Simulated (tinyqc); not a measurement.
From results back to parameters: Tamm state at the end of a one-band chain. Three cases, with inputs chosen for the exercise.

Problem. The end state of a chain with hopping -t and end-site shift D has E = D + t^2/D and weight 1 - (t/D)^2 on the end site. The values below come from hidden t and D.

Case 1.

E = -7.257779 eV
weight = 0.888548

Case 2.

E = 4.564488 eV
weight = 0.886710

Case 3.

E = 2.631186 eV
weight = 0.885090

Find: D, t.

Solution. With (t/D)^2 = 1 - w, E = D (2 - w), which gives D, and t = |D| sqrt(1 - w).

Case 1.

D, t (eV): -6.530  2.180

Case 2.

D, t (eV): 4.100  1.380

Case 3.

D, t (eV): 2.360  0.800

Computed by tinyqc, one run a case: `OMP_NUM_THREADS=1 python tinyqc.py N N+1 out.jsonl` with N = 1480240, 1480274, 1480286; one thread of a shared Intel(R) Xeon(R) Processor @ 2.30GHz, about 0.01 s a run at most.
